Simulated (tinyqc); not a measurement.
One-electron ion in a basis of Gaussians, step by step. One step of it, computed by the program tinyqc.

Problem. Generalised eigenproblem. Solve H C = S C e through S^(-1/2); each column has its largest component positive (the first on a tie).

H = T + V (hartree):
```
,1,2
1,-1.473496,-1.559159
2,-1.559159,-1.644796
```

S:
```
,1,2
1,1.000000,0.952024
2,0.952024,1.000000
```

Give: eigenvalues of S; eigenvalues; coefficients.

Solution.

eigenvalues of S: 0.0480  1.9520

eigenvalues (hartree): -1.6451  0.0479

coefficients:
```
,1,2
1,-0.0424,3.2674
2,1.0403,-3.0977
```

For Z = 2 and l = 0 the exact lowest level is -Z^2/(2 n^2) with n = l + 1: -2.000000 hartree.
